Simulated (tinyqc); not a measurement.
Minority-electron transport through the base of a bipolar transistor (Moll-Ross and Kroemer integrals). From one set of inputs to another, one input at a time. Computed by tinyqc, a small Python program. Command: `OMP_NUM_THREADS=1 python tinyqc.py 3025147 3025148 out.jsonl base ladder`. One thread of a shared host (Intel(R) Xeon(R) Processor @ 2.30GHz), about 0.01 s of CPU time with the checks.

Low injection, one dimension, x from the emitter edge (0) to the collector edge (W), s = x/W. Recombination is treated as a small correction (valid for tau_B well below tau_n), computed from the stored charge.

The inputs printed are set A. Set A is modelled on SiGe; the values taken over come from a set modelled on InP. Inputs not listed in the table keep their values of set A, so the rows need not describe a real material.

Inputs (values chosen for the exercise, modelled on SiGe): intrinsic density n_i at the emitter edge = 7.5e+10 1/cm^3; base doping at the emitter edge N_0 = 7.2e+17 1/cm^3; base width W = 390 nm; mu_min = 130 cm^2/(V s); mu_max = 1130 cm^2/(V s); N_ref = 1.8e+17 1/cm^3; saturation velocity v_s = 0.82 1e7 cm/s; base-emitter voltage V_BE = 0.64 V; temperature T = 300 K; doping ratio N_0/N(W) = 83; gap narrowing across the base dE_g = 43 meV.

Base doping profile: exponential. Gap grading: linear. Exit of the base: infinite sink.

Constants: k_B = 8.617333262e-05 eV/K; e = 1.602176634e-19 C.

Method. N(x) = N_0 (ratio)^(-s); n_i(x)^2 = n_i^2 exp(s dE_g/k_B T); D(x) = (k_B T/e) mu, mu = mu_min + (mu_max - mu_min)/(1 + (N/N_ref)^0.7). With y(x) = N n_i^2/(D n_i(x)^2): base Gummel number G_B = int_0^W y dx; J_C = e n_i^2 exp(e V_BE/k_B T)/G_B; n(x) = (J_C/e)(n_i(x)^2/(N n_i^2)) [int_x^W y dx]; transit time tau_B = (e/J_C) int n dx; trapezoid rule on 401 even points.

Each row keeps all changes above it; columns: (1) input moved; (2) from; (3) to; (4) base transit time tau_B (ps); (5) collector current density J_C (A/cm^2); (6) base Gummel number G_B (s/cm^4):
```
(1)                                               (2)      (3)     (4)         (5)         (6)
set A                                               -        -  10.730  1.4224e+02  3.5754e+11
mu_max (cm^2/(V s))                              1130     4710   2.740  5.1370e+02  9.9003e+10
base-emitter voltage V_BE (V)                    0.64     0.92   2.740  2.5972e+07  9.9003e+10
base doping at the emitter edge N_0 (1/cm^3)  7.2e+17  2.5e+18   4.072  4.2475e+06  6.0537e+11
doping ratio N_0/N(W)                              83       37   5.118  3.6336e+06  7.0765e+11
base width W (nm)                                 390      150   0.757  9.4473e+06  2.7217e+11
gap narrowing across the base dE_g (meV)           43      160   0.473  1.5547e+07  1.6539e+11
mu_min (cm^2/(V s))                               130      460   0.409  2.0428e+07  1.2587e+11
```

Base transit time tau_B goes from 10.7 to 0.409, a factor 0.0381 in all. The largest single move comes from base width W (a factor 0.148), and base doping at the emitter edge N_0 works against it (a factor 1.49). Collector current density J_C goes from 142 to 2.04e7, a factor 144000 in all. The largest single move comes from base-emitter voltage V_BE (a factor 50600), and base doping at the emitter edge N_0 works against it (a factor 0.164). Base Gummel number G_B goes from 3.58e11 to 1.26e11, a factor 0.352 in all. The largest single move comes from base doping at the emitter edge N_0 (a factor 6.11), but it runs against the net change; the largest move in the direction of the net change is mu_max (a factor 0.277). The single moves hold for this order of the switches; the total does not depend on the order.

Caution (rows mu_max, base-emitter voltage V_BE, base doping at the emitter edge N_0, base width W, gap narrowing across the base dE_g, mu_min): the mean velocity exceeds v_s, so drift-diffusion with a low-field mobility overstates the speed. Caution (rows base-emitter voltage V_BE, base doping at the emitter edge N_0, doping ratio N_0/N(W), base width W, gap narrowing across the base dE_g, mu_min): the injected density exceeds a tenth of the doping, so low injection fails.

Extremes, crossings and ranges named in words are read from the listed rows.
